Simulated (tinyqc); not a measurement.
Longitudinal sound in a periodic multilayer: transfer matrices, stop bands and folded phonons: one step, computed by the program tinyqc.

Layers 1 and 2 repeat with period d = d_1 + d_2; waves travel normal to the layers, without loss. State vector (u, s): displacement u and stress divided by omega. Impedances Z = rho v are in 1e6 kg/(m^2 s).

Question. Transmission through N periods. A layer maps (u, s) by [[cos p, sin p/Z], [-Z sin p, cos p]], p = 2 pi f d_i/v_i; one period is M = M_2 M_1, and cos(q d) = trace(M)/2. For N periods A = M^N. A wave comes from a thick layer of material 1 and leaves into the substrate (Z_s): transmitted power T = 4 Z_1 Z_s/|Z_1 A_22 + Z_s A_11 - i (Z_1 Z_s A_12 - A_21)|^2, reflected power R = 1 - T.

Inputs (values chosen for the exercise, modelled on copper (layer 1), tantalum (layer 2) and silicon (substrate)):
```
quantity       value  unit
velocity v_1    4670   m/s
thickness d_1   2.05    nm
velocity v_2    4110   m/s
thickness d_2   1.79    nm
periods N         12     -
frequency f      434   GHz
```

M:
```
            1           2
1  -0.4076153  0.01329923
2   -37.38026   -1.233691
```

Z_2 = 66.993

Z_1 = 42.2168

Z of the substrate = 19.7262

Give: A = M^N; transmitted power T; T in decibel.

Answer.

A = M^N:
```
         1        2
1  -0.0873  -0.0198
2     55.6     1.14
```

transmitted power T = 0.453

T in decibel = -3.44 dB

Caution: at these frequencies damping, strong in glasses, and rough interfaces, both left out here, can weaken the stop bands; layers only a few atoms thick are also beyond continuum acoustics.
